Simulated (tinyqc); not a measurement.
Temperatures in a stack of 2 dies with leakage feedback: one step of the calculation.

One-dimensional heat flow to a sink below die 0. The power of each die is released in a plane at its top; from the plane of die j > 0 heat crosses its silicon (ts), a bond layer and the wiring of die j - 1; from die 0 it crosses t0, paste and sink. Copper shares the path through bond and wiring in parallel: k_eff = fm km + (1 - fm) k. Silicon is taken at the temperature of the plane above it. Leakage is P_l exp((T - 350 K)/Tl).

Question. Resistances per area at 300 K. R = thickness/conductivity for each layer.

Values chosen for this exercise; conductivities of the order met in silicon, wiring layers, bonds and pastes:
- k0 = 139 W/(m K) (conductivity of silicon at 300 K)
- ts = 30 um (thickness of a thinned die)
- t0 = 500 um (thickness of the die next to the sink)
- tb = 12 um (thickness of the wiring layers)
- kb = 1.3 W/(m K) (conductivity of the wiring layers)
- tg = 2 um (thickness of a bond layer)
- kg = 0.9 W/(m K) (conductivity of the bond dielectric)
- fm = 0.1 (area share of copper through bond and wiring)
- km = 390 W/(m K) (conductivity of copper)
- Rt = 0.29 K cm^2/W (paste and lid)
- Rs = 0.63 K cm^2/W (heat sink)

Find: thick die; thinned die; k_eff of the bond; k_eff of the wiring; bond plus wiring; paste plus sink.

Answer.

thick die = 0.035971 K cm^2/W
thinned die = 0.0021583 K cm^2/W
k_eff of the bond = 39.810 W/(m K)
k_eff of the wiring = 40.170 W/(m K)
bond plus wiring = 0.0034897 K cm^2/W
paste plus sink = 0.92000 K cm^2/W

tinyqc, about 0.02 s, one thread, Intel Xeon 2.30GHz (shared host): `OMP_NUM_THREADS=1 python tinyqc.py 2162074 2162075 out.jsonl`
